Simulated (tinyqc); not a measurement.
From 1s binding energy, trial function back to dielectric constant eps: donor in an ellipsoidal valley (Kohn-Luttinger variational method). Computed by tinyqc, a small Python program. Command: `OMP_NUM_THREADS=1 python tinyqc.py 3010735 3010736 out.jsonl kohnlutt inv`. One thread of a shared host (Intel(R) Xeon(R) Processor @ 2.30GHz), about 0.1 s of CPU time with the checks.

H = -(d^2/dx^2 + d^2/dy^2) - gamma d^2/dz^2 - 2/r in units built on m_t, with gamma = m_t/m_l and z along the valley axis. One valley; no valley-orbit or central-cell term.

Inputs (values chosen for the exercise, modelled on germanium): transverse mass m_t = 0.0791 m_0; longitudinal mass m_l = 1.55 m_0.

Constants: Ry = 13.605693123 eV; a_0 = 0.529177210903 angstrom.

Method:
- Ry* = Ry m_t/eps^2, a* = a_0 eps/m_t, gamma = m_t/m_l.
- Trial function exp(-sqrt((x^2 + y^2)/a^2 + z^2/b^2)) with beta = b/a < 1: E = t/a^2 - u/a, t = (2 + gamma/beta^2)/3, u = 2 arcsin(sqrt(1 - beta^2))/sqrt(1 - beta^2); the best a is 2 t/u and E(beta) = -u^2/(4 t).
- Golden-section search on beta from 0.05 to 0.999, 60 steps.

Task: A run gave the result below. Find the dielectric constant eps, known to lie between 13 and 30.

1s binding energy, trial function = 9.197344 meV

Result:

Each step takes the trial c = (a f_b - b f_a)/(f_b - f_a), f being the result less the target and a, b, c the logarithms of the listed values; c replaces end b, the old b replaces a if the sign of f changed, and otherwise f_a is halved.

Scan of the range:
```
dielectric constant eps,"1s binding energy, trial function (meV)"
13.0,13.2612
14.9,10.0948
17.2,7.5755
19.7,5.7748
22.7,4.3493
26.1,3.2899
30.0,2.4902
```

False position (Illinois rule, in the logarithm of the input) inside the bracket:
```
step,end a,end b,trial,"1s binding energy, trial function (meV)"
1,14.9000,17.2000,15.6817,9.11340
2,14.9000,15.6817,15.5559,9.26147
3,15.6817,15.5559,15.6102,9.19705
4,15.5559,15.6102,15.6100,9.19734
5,15.5559,15.6100,15.6100,9.19735
6,15.6100,15.6100,15.6100,9.19734
```

1s binding energy, trial function falls at every point of a 13-point scan of the range (every second point is shown), so one value fits; it is bracketed by 14.9 and 17.2. The scan shows a pure power law with exponent -2.000, so scaling from any one row also gives the answer directly. Answer: dielectric constant eps = 15.61.
